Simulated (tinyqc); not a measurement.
Threshold-voltage variability of a planar MOSFET, analytic estimates: two steps of the calculation.

Three independent sources add in quadrature: random dopants in the depleted layer, metal-gate grains of two orientations, and roughness of the two gate edges acting through the roll-off VT = VT(long) - Vr exp(-L/l). These are first-order estimates: no three-dimensional electrostatics, no percolation.

Parameters, values chosen for the exercise; material values close to those of silicon:
- L = 32 nm (gate length)
- W = 140 nm (gate width)
- G = 4 nm (metal grain size)
- dW = 0.3 eV (work-function difference of the two grain orientations)
- p = 0.4 (share of the orientation of higher work function)
- De = 1.2 nm (rms roughness of one gate edge)
- La = 10 nm (correlation length of the roughness)
- l = 7.1 nm (decay length of the threshold roll-off)
- Vr = 1.6 V (prefactor of the roll-off)
- Nb = 65536 (number of cells)
- Y = 0.957 (wanted yield)

Task 1. Metal grains and edge roughness. Grains: Ng = L W/G^2 (at least 1), s2 = dW sqrt(p (1 - p)/Ng). Edges, with exponential correlation and u = W/La: the mean gate length has sL^2 = 2 De^2 (2/u)[1 - (1 - exp(-u))/u]; s3 = sL (Vr/l) exp(-L/l).

Find: Ng; s2; sL; dVT/dL; s3.

Result 1.

Ng = 280.00
s2 = 8.7831 mV
sL = 0.61809 nm
dVT/dL = 2.4859 mV/nm
s3 = 1.5365 mV

Task 2. Margin in standard deviations for the wanted yield. Cells fail independently with probability Q(k) = erfc(k/sqrt(2))/2 when the margin is k standard deviations, and Y = exp(-Nb Q(k)). phi = exp(-k^2/2)/sqrt(2 pi). Newton steps on ln Q(k) = ln(-ln(Y)/Nb): k(new) = k + [ln Q - ln(-ln(Y)/Nb)] Q/phi.

k at the start = 2

Wanted: Q(k); phi; k after iteration 1.

Result 2.

Q(k) = 0.02275
phi = 0.05399
k after iteration 1 = 6.396

tinyqc, about 0.01 s, one thread, Intel Xeon 2.30GHz (shared host): `OMP_NUM_THREADS=1 python tinyqc.py 2090013 2090014 out.jsonl`
